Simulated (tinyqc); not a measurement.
Single-band model of a thermoelectric material: one step, computed by the program tinyqc. Command: `OMP_NUM_THREADS=1 python tinyqc.py 3030455 3030456 out.jsonl thermo walk`. One thread of a shared host (Intel(R) Xeon(R) Processor @ 2.30GHz), about 0.01 s of CPU time with the checks.

One spherical band, one scattering law, no minority carriers and no phonon drag. In a real material minority carriers limit |S| to about E_g/(2 e T), so larger values are formal. eta = E_F/(k_B T) is counted from the band edge; f = 1/(1 + exp(x - eta)).

Problem. Coefficients. sigma = e mu_0 N_0 <s> with mu_0 = e tau_0/m = mu_300 (T/300 K)^(-p); |S| = (k_B/e)(<x s>/<s> - eta); Lorenz number L = (k_B/e)^2 (<x^2 s>/<s> - (<x s>/<s>)^2); kappa_e = L sigma T; zT = S^2 sigma T/(kappa_L + kappa_e). Hall factor r_H = <G^(3/2)> <G^(3/2 + 2r)/D^4>/<s>^2; drift mobility sigma/(n e) with n = N_0 <G^(3/2)>; power factor S^2 sigma.

Inputs (values chosen for the exercise, for a model material):
```
quantity                              value        unit
mobility parameter mu_300               240  cm^2/(V s)
temperature exponent p                  1.5           -
lattice thermal conductivity kappa_L    5.7     W/(m K)
temperature T                           780           K
```

Band: parabolic. Scattering: constant relaxation time, r = 0.

N_0 = 4.734601e+19 1/cm^3

<s> = 7.603598

<x s> = 36.51036

reduced Fermi level eta = 3.627870

<x^2 s> = 197.3487

<G^(3/2)> = 7.603598

<G^(3/2 + 2r)/D^4> = 7.603598

Constants: e = 1.602176634e-19 C; k_B = 8.617333262e-05 eV/K.

Give: conductivity sigma; Seebeck coefficient |S|; Lorenz number L; drift mobility; Hall factor r_H; power factor; kappa_e; zT.

Solution.

conductivity sigma = 3301.9 S/cm

Seebeck coefficient |S| = 101.15 microvolt/K

Lorenz number L = 2.1521 1e-8 V^2/K^2

drift mobility = 57.247 cm^2/(V s)

Hall factor r_H = 1

power factor = 33.786 microwatt/(cm K^2)

kappa_e = 5.5427 W/(m K)

zT = 0.23440

L is 88 % of the degenerate value pi^2/3 (k_B/e)^2 = 2.443; the classical limit for this r is (r + 5/2)(k_B/e)^2 = 1.856. The charge carriers transport 49 % of the heat.
